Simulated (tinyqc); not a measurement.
Resistance of a tapered via with liner, size effect and interface: one step of the calculation.

A round via whose diameter grows from db at the bottom as D(z) = db + 2 z/tan(ang). The fill, of diameter D - 2 tl, starts above the bottom liner (thickness fb tl) and has rho = rho0 (1 + ks lam/(D - 2 tl)); the sidewall liner conducts in parallel with it. The bottom liner and the interface are crossed over the full area pi db^2/4. Spreading in the lines above and below is left out.

Task. Total resistance. R_fill = sum of the slices; R_bottom = rl fb tl/(pi db^2/4); R_interface = ri/(pi db^2/4); ballistic (Sharvin) limit 1/(Sb pi (db - 2 tl)^2/4); ideal cylinder rho0 hv/(pi db^2/4).

Inputs (values chosen for the exercise); fill metal close to molybdenum:
- db = 40 nm (diameter at the bottom)
- hv = 100 nm (height)
- rho0 = 5.27 uohm cm (bulk resistivity of the fill)
- tl = 0.1 nm (liner on the sidewall)
- fb = 0.7 (liner at the bottom over that on the sidewall)
- rl = 350 uohm cm (resistivity of the liner)
- ri = 2.8e-12 ohm cm^2 (interface resistivity at the bottom)
- Sb = 1.3e15 S/m^2 (ballistic conductance per area, about 3/(4 rho0 lam))

slice resistance, slice 0 to 5 (ohm): 0.95963636  0.92872627  0.89926572  0.87116641  0.84434664  0.81873066

Give: parts; R; shares; ballistic limit; ideal cylinder.

Result.

parts (ohm): fill 5.322, bottom liner 0.1950, interface 0.2228
R = 5.740 ohm
shares (%): fill 92.72, bottom liner 3.40, interface 3.88
ballistic limit = 0.6183 ohm
ideal cylinder = 4.194 ohm

The fill is the largest part, and R is 1.37 times the ideal cylinder. With 2000 slices R = 5.7400 ohm.

Program tinyqc, `OMP_NUM_THREADS=1 python tinyqc.py 2750015 2750016 out.jsonl`; Intel Xeon 2.30GHz, shared host, one thread, about 0.01 s.
